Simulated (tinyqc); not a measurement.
Pull-up strength from the switching point.

Problem. Transistor (EKV form, voltages against the body): I = 2 n b Vt^2 [F(vp - Vs) - F(vp - Vd)] from drain to source, F(v) = ln^2(1 + exp(v/(2 Vt))), vp = (Vg - VT + sg |Vd - Vs|)/n. n-channel bodies are at 0; for the p-channel device all voltages are counted down from Vdd. b in uA/V^2 gives I in uA. In an inverter In(Vg = Vd = VM) equals Ip at the switching point VM. Find bp and the current there.

Inputs (values chosen for the exercise): temperature T = 300 K; supply voltage Vdd = 0.8 V; slope factor n = 1.27; drain-induced barrier lowering sg = 0.045; n-channel threshold VTn = 0.41 V; p-channel threshold (magnitude) VTp = 0.27 V; gain factor of the pull-down transistor bn = 270 uA/V^2.

Constants: q = 1.602176634e-19 C, kB = 1.380649e-23 J/K, Vt = kB T/q. Results are converted to the units shown.

VM = 0.460882215 V

Solution. Ip is proportional to bp, so bp is In(VM) over the p-channel current for unit b.

bp = 220 uA/V^2
current at VM = 0.873 uA

Program tinyqc, `OMP_NUM_THREADS=1 python tinyqc.py 2340131 2340132 out.jsonl`; Intel Xeon 2.30GHz, shared host, one thread, about 0.05 s.
